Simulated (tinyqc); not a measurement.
What an interlayer buys: scattering of inversion-layer electrons by surface optical phonons of the gate insulator (remote phonon scattering). Computed by tinyqc, a small Python program. Command: `OMP_NUM_THREADS=1 python tinyqc.py 3112494 3112495 out.jsonl sophonon walk`. One thread of a shared host (Intel(R) Xeon(R) Processor @ 2.30GHz), about 0.01 s of CPU time with the checks.

One subband with the Fang-Howard envelope; insulator and channel are half-spaces, the gate is far away, and an interlayer only moves the polar surface away by t (its own modes and its permittivity contrast are left out).

Inputs (values chosen for the exercise, modelled on HfO2 on silicon): static constant of the insulator eps_0s = 22; intermediate constant eps_i = 6.52; optical constant eps_inf = 5.02; hbar omega_TO1 = 12.3 meV; hbar omega_TO2 = 47 meV; constant of the channel eps_s = 11.7; in-plane mass m = 0.196 m_0; valleys g_v = 2; sheet density n = 1.8e+12 1/cm^2; mean distance of the electrons z0 = 3/b = 2.8 nm; interlayer thickness t = 1 nm; temperature T = 350 K; mobility from other processes = 440 cm^2/(V s).

Screening by the channel electrons: none.

Constants: k_B = 8.617333262e-05 eV/K; hbar^2/(2 m_0) = 3.80998212 eV angstrom^2; e^2/(4 pi eps_0) = 14.39964548 eV angstrom; hbar = 6.582119569e-16 eV s; e = 1.602176634e-19 C; m_0 = 9.1093837015e-31 kg.

Method:
- eps(w) = eps_inf + (eps_0s - eps_i) w1^2/(w1^2 - w^2) + (eps_i - eps_inf) w2^2/(w2^2 - w^2). Surface modes solve eps(w) + eps_s = 0, a quadratic in w^2; the strength of a mode is g = 2/(w d eps/dw).
- Occupation N = 1/(exp(hbar w/(k_B T)) - 1).
- Density of states D = g_v m/(pi hbar^2); eta = E_F/(k_B T) = ln(exp(n/(D k_B T)) - 1); screening wave number q_s = e^2 D/(2 eps_0 eps_avg) x 1/(1 + exp(-eta)), eps_avg = (eps_s + eps_inf)/2; b = 3/z0.
- For a mode of strength g, without the occupation factor, Area x |M(q)|^2 = e^2 hbar w g/(2 eps_0 q) x (b/(b + q))^6 exp(-2 q t).
- Approximate momentum relaxation rate, taking tau v alike in the initial and final states: 1/tau = (m/(2 pi hbar^3)) sum over modes and over absorption (N, E' = E + hbar w) and emission (N + 1, E' = E - hbar w > 0) of [(1 - f(E'))/(1 - f(E))] int_0^(2 pi) Area |M(q)|^2 (1 - cos theta) d theta, q^2 = k^2 + k'^2 - 2 k k' cos theta, f the Fermi function; 48 midpoints in theta from 0 to pi.
- mu = (e/m) int tau E f (1 - f) dE/(k_B T int f dE), by 300 midpoints from 0 to (max(eta, 0) + 14) k_B T; Matthiessen sum with the other processes.

hbar omega_SO (meV): 1 16.6829, 2 49.1957

strengths g: 1 0.0246059, 2 0.0055291

occupations N: 1 1.35374, 2 0.24333

b = 1.07143 1/nm

q_s = 0.541273 1/nm

eta = -0.821584

Against the interlayer thickness:
```
t (nm)  remote-phonon mobility (cm^2/(V s))  total (cm^2/(V s))
0.0                                    3286              388.04
0.3                                    4683              402.21
0.6                                    6395              411.68
1.0                                    9185              419.88
1.5                                   13541              426.15
2.0                                   18961              430.02
3.0                                   33533              434.30
```

1 nm of interlayer raises the remote-phonon mobility by a factor 2.80, as exp(2 q t) with an effective q of 0.51 per nm; between 2 and 3 nm the effective q is 0.29. The total goes from 388 to 420 over the first nanometre.

Extremes, crossings and ranges named in words are read from the listed rows.
